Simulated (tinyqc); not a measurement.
Avalanche multiplication and breakdown of a junction from ionisation integrals. Inputs raised by 10 %, one at a time. Computed by tinyqc, a small Python program. Command: `OMP_NUM_THREADS=1 python tinyqc.py 3011049 3011050 out.jsonl impact sens`. One thread of a shared host (Intel(R) Xeon(R) Processor @ 2.30GHz), about 0.03 s of CPU time with the checks.

Ionisation coefficients follow the local field. Position x runs through the depletion layer from the p side (x = 0), where electrons enter, to the n side (x = w), where holes enter. The built-in voltage is neglected.

Inputs (values chosen for the exercise, modelled on diamond): electron prefactor a_n = 2.04e+08 1/cm; electron field b_n = 7.5e+07 V/cm; hole prefactor a_p = 4.94e+06 1/cm; hole field b_p = 1.38e+07 V/cm; exponent c = 1; permittivity eps = 5.7; doping gradient a = 3.3e+22 1/cm^4; bias as a fraction of the breakdown voltage = 0.7.

Junction: linearly graded.

Constants: e = 1.602176634e-19 C; eps_0 = 8.8541878128e-12 F/m.

Method:
- alpha_n = a_n exp(-(b_n/F)^c), alpha_p = a_p exp(-(b_p/F)^c).
- Field F = F_m [1 - (2x/w - 1)^2], w = sqrt(8 eps eps_0 F_m/(e a)), V = (2/3) F_m w.
- With Phi(x) = int_0^x (alpha_n - alpha_p) dx': 1 - 1/M_n = I_n = int_0^w alpha_n exp(-Phi) dx and M_p = M_n exp(-Phi(w)); trapezoid rule on 401 even points; breakdown at I_n = 1.
- Solve I_n(F_m) = 1.
- Bias V = fraction times the breakdown voltage.
- M_n = 1/(1 - I_n), M_p = M_n exp(-Phi(w)); McIntyre excess noise for the carrier with the larger M, F_x = k M + (1 - k)(2 - 1/M), with k = (smaller M - 1)/(larger M - 1).

Runs:
```
input moved                         from         to  breakdown voltage (V)  critical field F_m (MV/cm)  width at breakdown (micrometre)     M_n
base run                               -          -                 220.35                      5.2300                          0.63197  1.0003
electron prefactor a_n (1/cm)  204000000  224400000                 219.59                      5.2180                          0.63125  1.0003
electron field b_n (V/cm)       75000000   82500000                 232.36                      5.4185                          0.64325  1.0001
hole prefactor a_p (1/cm)        4940000    5434000                 214.75                      5.1411                          0.62658  1.0002
hole field b_p (V/cm)           13800000   15180000                 237.37                      5.4960                          0.64784  1.0005
permittivity eps                     5.7       6.27                 227.77                      5.1796                          0.65961  1.0002
doping gradient a (1/cm^4)       3.3e+22   3.63e+22                 213.19                      5.2812                          0.60550  1.0003
```

Exponents ln(y'/y) / ln(x'/x):
```
input                   breakdown voltage  critical field F_m  width at breakdown     M_n
electron prefactor a_n             -0.036              -0.024              -0.012   0.000
electron field b_n                  0.557               0.371               0.186  -0.002
hole prefactor a_p                 -0.270              -0.180              -0.090  -0.001
hole field b_p                      0.781               0.520               0.260   0.002
permittivity eps                    0.347              -0.102               0.449   0.000
doping gradient a                  -0.347               0.102              -0.449   0.000
```

To which inputs is each result most sensitive?

Among the inputs moved here: breakdown voltage answers most in size to hole field b_p (exponent +0.781), next to electron field b_n (+0.557). Critical field F_m answers most in size to hole field b_p (exponent +0.520), next to electron field b_n (+0.371). Width at breakdown answers most in size to doping gradient a (exponent -0.449), and about equally to permittivity eps (+0.449). M_n hardly depends on these (all exponents below 0.005).
